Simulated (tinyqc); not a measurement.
Inside a calculation. Method: RKS/exchange-only LDA in the sto-3g basis, for H3+, spin multiplicity 1. One step of it, computed by the program tinyqc.

Task: Iteration 1: diagonalisation and new density. Diagonalise F' = X^T F X, C = X C', fill 1 alpha and 1 beta electrons from the bottom; D = 2 C_occ C_occ^T. Each column has its largest component positive (the first on a tie).

Kohn-Sham matrix F (hartree), lower triangle:
```
           1H 1s      2H 1s      3H 1s
1H 1s  -0.452824
2H 1s  -0.529385  -0.708947
3H 1s  -0.519976  -0.468435  -0.675063
```

X, lower triangle:
```
           1H 1s      2H 1s     3H 1s
1H 1s   1.237140
2H 1s  -0.285618   1.163852
3H 1s  -0.285648  -0.149177  1.163871
```

Give: F' = X^T F X; orbital energies; coefficients C; D after iteration 1.

Result:

F' = X^T F X (hartree), lower triangle:
```
         1        2        3
1  -0.1408
2  -0.2492  -0.5420
3  -0.2466  -0.1375  -0.5039
```

orbital energies (hartree): MO1 -0.8377, MO2 -0.3849, MO3 0.0359

coefficients C:
```
          MO1      MO2      MO3
1H 1s  0.1951   0.0289   1.2864
2H 1s  0.5487  -0.9169  -0.5626
3H 1s  0.4755   0.9383  -0.5932
```

D after iteration 1, lower triangle:
```
        1H 1s   2H 1s   3H 1s
1H 1s  0.0761
2H 1s  0.2141  0.6022
3H 1s  0.1856  0.5219  0.4523
```
